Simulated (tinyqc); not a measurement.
Inside a calculation. Model: MOS inversion layer, Poisson-Schroedinger loop.

Program tinyqc, `OMP_NUM_THREADS=1 python tinyqc.py 2160110 2160111 out.jsonl`; Intel Xeon 2.30GHz, shared host, one thread, about 0.8 s. Printed values are rounded.

Electrons confined at an insulator interface at z = 0, treated as a hard wall; parabolic valleys, Hartree approximation, no image or exchange terms. The depletion charge lies far deeper than the electrons and gives a uniform field q Nd/(eps0 eps_r); the gate balances all charge. Energies are counted from the band edge at the interface.

Inputs (values chosen for the exercise); masses and permittivity close to those of silicon (100):
- T = 77 K (temperature)
- eps_r = 11.6 (relative permittivity)
- mz1 = 0.932 m0 (mass along z of valley set A (2 valley(s)))
- md1 = 0.191 m0 (in-plane density-of-states mass of set A)
- mz2 = 0.193 m0 (mass along z of valley set B (4 valley(s)))
- md2 = 0.414 m0 (in-plane density-of-states mass of set B)
- Ns = 3.4e11 cm^-2 (sheet density of electrons)
- Nd = 7.6e11 cm^-2 (sheet density of depletion charge)
- dE = 0 eV (extra shift of set B (strain))
- hz = 1.1 nm (mesh step)
- a = 1 (mixing factor)

Constants: q = 1.602176634e-19 C, kB = 1.380649e-23 J/K, hbar = 1.054571817e-34 J s, m0 = 9.1093837015e-31 kg, Vt = kB T/q, eps0 = 8.8541878128e-14 F/cm where lengths are in cm, hbar^2/(2 m0) = 0.0380998212 eV nm^2. Results are converted to the units shown.

## Fixed part of the potential

| node | z (nm) |
|---|---|
| 1 | 1.1 |
| 2 | 2.2 |
| 3 | 3.3 |
| 4 | 4.4 |
| 5 | 5.5 |
| 6 | 6.6 |
| 7 | 7.7 |
| 8 | 8.8 |
| 9 | 9.9 |
| 10 | 11 |
| 11 | 12.1 |
| 12 | 13.2 |
| 13 | 14.3 |
| 14 | 15.4 |
| 15 | 16.5 |
| 16 | 17.6 |

V0 = q Nd z/(eps0 eps_r) in eV.

| node | fixed potential V0 (eV) |
|---|---|
| 1 | 0.013041 |
| 2 | 0.026082 |
| 3 | 0.039123 |
| 4 | 0.052164 |
| 5 | 0.065205 |
| 6 | 0.078246 |
| 7 | 0.091287 |
| 8 | 0.104328 |
| 9 | 0.117369 |
| 10 | 0.130410 |
| 11 | 0.143451 |
| 12 | 0.156492 |
| 13 | 0.169533 |
| 14 | 0.182574 |
| 15 | 0.195615 |
| 16 | 0.208656 |

## Round 1: levels and probability densities

| node | self-consistent potential U at the start (eV) |
|---|---|
| 1 | 0 |
| 2 | 0 |
| 3 | 0 |
| 4 | 0 |
| 5 | 0 |
| 6 | 0 |
| 7 | 0 |
| 8 | 0 |
| 9 | 0 |
| 10 | 0 |
| 11 | 0 |
| 12 | 0 |
| 13 | 0 |
| 14 | 0 |
| 15 | 0 |
| 16 | 0 |

Tridiagonal Hamiltonian with psi = 0 one step beyond both ends: H_ii = C (1/m_(i-1/2) + 1/m_(i+1/2))/hz^2 + V0_i + U_i (+ dE for the set B), H_(i,i+1) = -C/(m_(i+1/2) hz^2), C = hbar^2/(2 m0). The lowest 2 level(s) of each valley set are kept, normalised to hz sum |psi|^2 = 1. The mass is the same on all intervals.

levels (eV): A1 0.041017, A2 0.070358, B1 0.070270, B2 0.122151

| node | \|psi\|^2 of A1 (1/nm) | \|psi\|^2 of A2 (1/nm) | \|psi\|^2 of B1 (1/nm) | \|psi\|^2 of B2 (1/nm) |
|---|---|---|---|---|
| 1 | 0.277026 | 0.218566 | 0.067374 | 0.063374 |
| 2 | 0.380468 | 0.020130 | 0.183253 | 0.112307 |
| 3 | 0.188900 | 0.136669 | 0.231024 | 0.048915 |
| 4 | 0.052011 | 0.291028 | 0.194883 | 0.000029 |
| 5 | 0.009358 | 0.175341 | 0.124798 | 0.052699 |
| 6 | 0.001202 | 0.054821 | 0.064573 | 0.139616 |
| 7 | 0.000116 | 0.010859 | 0.028016 | 0.174046 |
| 8 | 0.000009 | 0.001508 | 0.010446 | 0.145771 |
| 9 | 0.000001 | 0.000156 | 0.003407 | 0.092843 |
| 10 | 0.000000 | 0.000013 | 0.000985 | 0.047818 |
| 11 | 0.000000 | 0.000001 | 0.000255 | 0.020653 |
| 12 | 0.000000 | 0.000000 | 0.000060 | 0.007659 |
| 13 | 0.000000 | 0.000000 | 0.000013 | 0.002474 |
| 14 | 0.000000 | 0.000000 | 0.000002 | 0.000697 |
| 15 | 0.000000 | 0.000000 | 0.000000 | 0.000165 |
| 16 | 0.000000 | 0.000000 | 0.000000 | 0.000026 |

## Round 1: Fermi level and occupations

Level k holds N_k = D_k Vt ln(1 + exp((EF - E_k)/Vt)) with D = 2 md1 m0 q/(pi hbar^2) for the set A, D = 4 md2 m0 q/(pi hbar^2) for the set B per eV (spin included); EF is fixed by sum N_k = Ns.

EF = 0.0340132 eV
N_k (cm^-2): A1 3.16175e11, A2 4.41680e9, B1 1.94006e10, B2 7.81718e6

## Round 1: density, output potential and mixing

n_i = sum_k N_k |psi_k|^2 (converted to cm^-3). Hartree part by Gauss: on the interval before node i the electrons still beyond are S_i = Ns - hz sum_(j<i) n_j, and U_i = U_(i-1) + q S_i hz/(eps0 eps_r) in eV, U_0 = 0 at the interface. Mixing: U(new) = U + a (U(out) - U).

| node | n (1e18 cm^-3) | U(out) (eV) | U after round 1 (eV) |
|---|---|---|---|
| 1 | 0.89862 | 0.0058341 | 0.0058341 |
| 2 | 1.23939 | 0.0099721 | 0.0099721 |
| 3 | 0.64811 | 0.0117707 | 0.0117707 |
| 4 | 0.21511 | 0.0123460 | 0.0123460 |
| 5 | 0.06155 | 0.0125152 | 0.0125152 |
| 6 | 0.01876 | 0.0125683 | 0.0125683 |
| 7 | 0.00630 | 0.0125860 | 0.0125860 |
| 8 | 0.00213 | 0.0125918 | 0.0125918 |
| 9 | 0.00068 | 0.0125936 | 0.0125936 |
| 10 | 0.00020 | 0.0125941 | 0.0125941 |
| 11 | 0.00005 | 0.0125942 | 0.0125942 |
| 12 | 0.00001 | 0.0125942 | 0.0125942 |
| 13 | 0.00000 | 0.0125942 | 0.0125942 |
| 14 | 0.00000 | 0.0125942 | 0.0125942 |
| 15 | 0.00000 | 0.0125942 | 0.0125942 |
| 16 | 0.00000 | 0.0125942 | 0.0125942 |

## Course of the self-consistent loop

Start from U = 0. Stop when the largest |U(out) - U| is below 1e-7 eV, or after 120 rounds.

Course of the iteration:

| round | level A1 (eV) | EF (eV) | largest \|U(out) - U\| (eV) |
|---|---|---|---|
| 1 | 0.0410175 | 0.0340132 | 0.0126 |
| 2 | 0.0501091 | 0.0432481 | 8.56e-4 |
| 3 | 0.0498241 | 0.0429442 | 9.96e-5 |
| 4 | 0.0498560 | 0.0429783 | 1.16e-5 |
| 5 | 0.0498523 | 0.0429744 | 1.34e-6 |
| 6 | 0.0498528 | 0.0429749 | 1.56e-7 |
| 7 | 0.0498527 | 0.0429748 | 1.80e-8 |

Converged in 7 rounds.

## Converged levels, occupations and centroid

| node | converged U (eV) |
|---|---|
| 1 | 0.0058341 |
| 2 | 0.0096867 |
| 3 | 0.0112027 |
| 4 | 0.0116476 |
| 5 | 0.0117714 |
| 6 | 0.0118093 |
| 7 | 0.0118219 |
| 8 | 0.0118259 |
| 9 | 0.0118272 |
| 10 | 0.0118275 |
| 11 | 0.0118276 |
| 12 | 0.0118276 |
| 13 | 0.0118276 |
| 14 | 0.0118276 |
| 15 | 0.0118276 |
| 16 | 0.0118276 |

Solve for the levels with V0 + U, find EF, n_i = sum_k N_k |psi_k|^2 (in cm^-3); share of each level N_k/Ns; centroid sum n z/sum n.

levels (eV): A1 0.049853, A2 0.080528, B1 0.080990, B2 0.133249
EF = 0.0429748 eV
shares (%): A1 94.5350, A2 1.0831, B1 4.3802, B2 0.0017

| node | n (1e18 cm^-3) |
|---|---|
| 1 | 1.04981 |
| 2 | 1.23790 |
| 3 | 0.56749 |
| 4 | 0.17013 |
| 5 | 0.04548 |
| 6 | 0.01345 |
| 7 | 0.00448 |
| 8 | 0.00151 |
| 9 | 0.00047 |
| 10 | 0.00014 |
| 11 | 0.00004 |
| 12 | 0.00001 |
| 13 | 0.00000 |
| 14 | 0.00000 |
| 15 | 0.00000 |
| 16 | 0.00000 |

centroid = 2.23006 nm

An 800-node mesh to 30 nm with 8 levels a set gives A1 = 0.05094 eV, EF = 0.04408 eV and a centroid of 2.323 nm; the levels kept above hold 100 % of the electrons there. The coarse centroid is 4.0 % below the fine one.

## Closed-form estimates

Triangular well: E_k = a_k (C F^2/mz)^(1/3), a_1 = 2.338107, a_2 = 4.087949, C = hbar^2/(2 m0), F in eV/nm. Fang-Howard (all electrons in the lowest level of set A): b^3 = 6 (mz1/C) q (Nd + 11 Ns/32)/(eps0 eps_r), centroid 3/b, level C b^2/(4 mz1) + (3/b) q (Nd + 11 Ns/16)/(eps0 eps_r). Use F = q (Nd + Ns)/(eps0 eps_r), the surface field, and F = q (Nd + Ns/2)/(eps0 eps_r).

A1 with the surface field = 0.0535835 eV
A1 with Nd + Ns/2 = 0.0479098 eV
A2 with Nd + Ns/2 = 0.0837656 eV
b = 1.26152 1/nm
Fang-Howard centroid = 2.37808 nm
Fang-Howard level = 0.0531288 eV

Against the self-consistent A1 = 0.05094 eV on a fine mesh, the surface-field estimate is 5.2 % above it, the half-charge one 6.0 % below it and Fang-Howard 4.3 % above it. A1 holds 94.7 % of the electrons, and the Fang-Howard centroid is 2.4 % above the full one.
